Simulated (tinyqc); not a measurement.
## Contact transmission and back-scattering length from two lengths

Problem. A channel with M modes has R = RQ (2/tc - 1 + L/lam), RQ = (h/2q^2)/M. Find lam and tc.

Constants: q = 1.602176634e-19 C, h = 6.62607015e-34 J s. Results are converted to the units shown.

R at L = 2.2 and 18 nm (ohm um): 61.958582  146.71578
M = 546.80576 1/um

Answer. The slope is RQ/lam and the intercept RQ (2/tc - 1).

lam = 4.400 nm
tc = 0.6400

Computed by the program tinyqc: `OMP_NUM_THREADS=1 python tinyqc.py 2760071 2760072 out.jsonl`, one thread of a shared Intel Xeon 2.30GHz, about 0.01 s for the whole run.
